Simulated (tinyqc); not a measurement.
Electrons shared among three sets of ellipsoidal valleys: one step. Masses of each set. Three cases, with inputs chosen for the exercise.

Question. One valley: m_d = (ml mt^2)^(1/3). Whole set: m_de = M^(2/3) m_d. Mean over three axes: 1/m_c = (1/ml + 2/mt)/3. Anisotropy K = ml/mt.

Give: m_d, m_de, m_c (m0) and K of each set.

Case 1.

Values chosen (out of a larger set: masses and offsets near those of Ge; mobilities are free inputs, held fixed; not measured data): ml = (1.523, 0.041, 0.883) m0 (longitudinal masses of L, Gamma, Delta); mt = (0.0842, 0.041, 0.2045) m0 (transverse masses); M = (4, 1, 6) (valleys in each set).

Answer.

m_d, m_de, m_c (m0) and K of each set:
```
set       m_d    m_de     m_c      K
L      0.2210  0.5569  0.1229  18.09
Gamma  0.0410  0.0410  0.0410   1.00
Delta  0.3330  1.0996  0.2749   4.32
```

m_de/m_c is 4.53 for L, 1.00 for Gamma, 4.00 for Delta: many anisotropic valleys give many states at a light conductivity mass. m_c is the mean over three axes; a set that holds only some of the equivalent valleys conducts with a mass that depends on direction.

Case 2.

Values chosen (out of a larger set: masses and offsets near those of InP; mobilities are free inputs, held fixed; not measured data): ml = (0.078, 1.774, 1.353) m0 (longitudinal masses of Gamma, L, X); mt = (0.078, 0.1343, 0.2641) m0 (transverse masses); M = (1, 4, 3) (valleys in each set).

Answer.

m_d, m_de, m_c (m0) and K of each set:
```
set       m_d    m_de     m_c      K
Gamma  0.0780  0.0780  0.0780   1.00
L      0.3175  0.8000  0.1941  13.21
X      0.4553  0.9470  0.3609   5.12
```

m_de/m_c is 1.00 for Gamma, 4.12 for L, 2.62 for X: many anisotropic valleys give many states at a light conductivity mass. m_c is the mean over three axes; a set that holds only some of the equivalent valleys conducts with a mass that depends on direction.

Case 3.

Values chosen (out of a larger set: masses and offsets near those of Ge; mobilities are free inputs, held fixed; not measured data): ml = (1.538, 0.041, 0.859) m0 (longitudinal masses of L, Gamma, Delta); mt = (0.0845, 0.041, 0.1924) m0 (transverse masses); M = (4, 1, 6) (valleys in each set).

Answer.

m_d, m_de, m_c (m0) and K of each set:
```
set       m_d    m_de     m_c      K
L      0.2223  0.5601  0.1234  18.20
Gamma  0.0410  0.0410  0.0410   1.00
Delta  0.3168  1.0461  0.2595   4.46
```

m_de/m_c is 4.54 for L, 1.00 for Gamma, 4.03 for Delta: many anisotropic valleys give many states at a light conductivity mass. m_c is the mean over three axes; a set that holds only some of the equivalent valleys conducts with a mass that depends on direction.

Computed by tinyqc, one run a case: `OMP_NUM_THREADS=1 python tinyqc.py N N+1 out.jsonl` with N = 1681966, 1682224, 1682365; one thread of a shared Intel(R) Xeon(R) Processor @ 2.30GHz, about 0.01 s a run at most.
